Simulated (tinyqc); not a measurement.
# Band bending at a free surface with one surface level, surface photovoltage and Kelvin probe: several studies

n-type bulk, xi = Ec - EF = Vt ln(Nc/Nd), p0 = ni^2/Nd, ni = sqrt(Nc Nv) exp(-Eg/(2 Vt)), Eg in volts. b is the upward band bending, u = b/Vt. Space charge per area, in units of q: Qc = sign(b) sqrt((2 eps0 eps_r Vt/q) [(Nd + dn)(exp(-u) - 1) + Nd u + (p0 + dn)(exp(u) - 1)]), with dn the excess density under light (flat quasi-Fermi levels; 0 in the dark). The level holds -Ns f, f = 1/(1 + exp((xi + b - Es)/Vt)). Neutrality: Qc + Qf + (charge of the states) = 0.

Values chosen for this exercise; band and dielectric values close to those of silicon:
```
symbol    value   unit                                    meaning
T           350      K                                temperature
Eg         1.12     eV                                   band gap
eps_r      11.8                             relative permittivity
Nc      3.49e19  cm^-3     conduction-band density of states at T
Nv      3.29e19  cm^-3        valence-band density of states at T
chi         4.1     eV                          electron affinity
Nd         3e17  cm^-3                              donor density
Qf       1.6e11  cm^-2       fixed positive charge at the surface
pt         4.62     eV             work function of the probe tip
Ns       9.8e11  cm^-2  density of an acceptor-like surface level
Es         0.45     eV        its depth below the conduction edge
```

Constants: q = 1.602176634e-19 C, kB = 1.380649e-23 J/K, Vt = kB T/q, eps0 = 8.8541878128e-14 F/cm where lengths are in cm. Results are converted to the units shown.

Each table varies one quantity; the others keep the values above.

## Pinning by the surface states

b solves the neutrality condition in the dark.

Result of one run:

| Ns (cm^-2) | b (V) | xi + b (eV) | Qc (cm^-2) |
|---|---|---|---|
| 5.1e11 | 0.05687 | 0.2003 | 3.499e11 |

What becomes of these results when the density of an acceptor-like surface level Ns is changed from 5.1e11 to 1.4e12 cm^-2, all else the same?

Result of the changed run:

| Ns (cm^-2) | b (V) | xi + b (eV) | Qc (cm^-2) |
|---|---|---|---|
| 1.4e12 | 0.2649 | 0.4084 | 9.584e11 |

The whole series:

| Ns (cm^-2) | b (V) | xi + b (eV) | Qc (cm^-2) |
|---|---|---|---|
| 2.4e10 | -0.01545 | 0.1280 | -1.360e11 |
| 6.7e10 | -0.01086 | 0.1326 | -9.300e10 |
| 1.8e11 | 0.002517 | 0.1460 | 1.999e10 |
| 5.1e11 | 0.05687 | 0.2003 | 3.499e11 |
| 1.4e12 | 0.2649 | 0.4084 | 9.584e11 |
| 3.9e12 | 0.3295 | 0.4729 | 1.082e12 |
| 1.1e13 | 0.3669 | 0.5104 | 1.148e12 |
| 2.9e13 | 0.3974 | 0.5409 | 1.199e12 |
| 8.1e13 | 0.4282 | 0.5717 | 1.248e12 |

b rises from -0.0154 to 0.428 V. The level is over 95 % full (Qc near Ns - Qf) in the 4 rows with xi + b more than 3 Vt short of Es = 0.45 eV. Beyond that it empties, and between the last two rows b gains only 69.1 mV a decade.

## Photovoltage against injection

Same model as above.

Under chopped light the surface charge keeps its dark value, so b falls to bL with Qc(bL, dn) = Qc(b, 0); the photovoltage is b - bL.

Results:

| dn (cm^-3) | bL (V) | photovoltage (mV) | share of b removed (%) |
|---|---|---|---|
| 3.4e8 | 0.1928 | 2.041e-5 | 1.058e-5 |
| 4.3e9 | 0.1928 | 2.581e-4 | 1.338e-4 |
| 5.5e10 | 0.1928 | 0.003300 | 0.001712 |
| 7e11 | 0.1928 | 0.04195 | 0.02176 |
| 8.9e12 | 0.1923 | 0.5249 | 0.2722 |
| 1.1e14 | 0.1873 | 5.499 | 2.852 |
| 1.4e15 | 0.1624 | 30.46 | 15.80 |
| 1.8e16 | 0.1147 | 78.14 | 40.52 |
| 3e18 | 0.02129 | 171.5 | 88.96 |

Estimate the missing row, dn = 2.3e17 cm^-3.

Computed row:

| dn (cm^-3) | bL (V) | photovoltage (mV) | share of b removed (%) |
|---|---|---|---|
| 2.3e17 | 0.06044 | 132.4 | 68.66 |

With this row back in the table: The photovoltage rises from 2.04e-5 to 172 mV, towards the full b = 193 mV. Its steepest rise is 49.0 mV a decade (Vt ln 10 = 69.4 mV), and it reaches 89.0 % of b in the last row: even strong light does not flatten the bands fully, so a saturation reading understates b. For dn = 3e18 the injection is high, and a Dember voltage, left out here, adds to the signal.

## Kelvin-probe contrast of the doping

Same model as above.

Work function chi + xi + b; contact potential difference CPD = (work function of the sample) - pt.

Kelvin-probe contrast of the doping:

| Nd (cm^-3) | xi (eV) | b (V) | CPD (mV) |
|---|---|---|---|
| 1.7e14 | 0.3689 | 0.1272 | -23.91 |
| 6.9e14 | 0.3267 | 0.1653 | -27.98 |
| 2.8e15 | 0.2844 | 0.1997 | -35.82 |
| 1.2e16 | 0.2405 | 0.2290 | -50.44 |
| 4.7e16 | 0.1994 | 0.2464 | -74.21 |
| 1.9e17 | 0.1572 | 0.2315 | -131.3 |
| 7.9e17 | 0.1143 | 0.09403 | -311.7 |
| 3.2e18 | 0.07206 | 0.03760 | -410.3 |

xi falls by 297 mV over the table and the CPD by 386 mV; b goes from 0.127 through a maximum of 0.246 (at Nd = 4.7e16 cm^-3 among the rows listed) to 0.0376 V. Between the first two rows the CPD follows 9.62 % of the change of xi, and between the last two 234 %. It is below 100 % where b rises with the doping (pinning hides it). It exceeds 100 % where b falls as the doping rises.

Computed by the program tinyqc: `OMP_NUM_THREADS=1 python tinyqc.py 2430051 2430052 out.jsonl`, one thread of a shared Intel Xeon 2.30GHz, about 0.01 s for the whole run.
